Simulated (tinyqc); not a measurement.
Fermi-level pinning at a metal contact (Cowley-Sze model): one step of the calculation.

Interface states of density Ds lie behind a thin layer of thickness dl. Neglecting the depletion charge, the barrier for electrons is phi = S (pM - chi) + (1 - S) E0 with S = 1/(1 + q Ds dl/(eps0 ei)); the barrier for holes is Eg - phi.

Question. Barrier. Also the charge in the states, Ds (phi - E0), and the drop across the layer, pM - chi - phi.

Values chosen for this exercise; material values those of a made-up semiconductor:
- Eg = 3.52 eV (band gap)
- chi = 4.38 eV (electron affinity)
- Ds = 3.8e13 cm^-2 eV^-1 (density of interface states)
- E0 = 1.42 eV (depth of their neutrality level below the conduction edge)
- dl = 0.39 nm (thickness of the interface layer)
- ei = 2.9 (its relative permittivity)
- pM = 5.16 eV (metal work function)

Constants: q = 1.602176634e-19 C, eps0 = 8.8541878128e-14 F/cm where lengths are in cm. Results are converted to the units shown.

Give: S; phi; barrier for holes; charge in the states; drop across the layer.

Answer.

S = 0.5196
phi = 1.087 eV
barrier for holes = 2.433 eV
charge in the states = -1.264e13 cm^-2
drop across the layer = -0.3075 V

Program tinyqc, `OMP_NUM_THREADS=1 python tinyqc.py 2430003 2430004 out.jsonl`; Intel Xeon 2.30GHz, shared host, one thread, about 0.01 s.
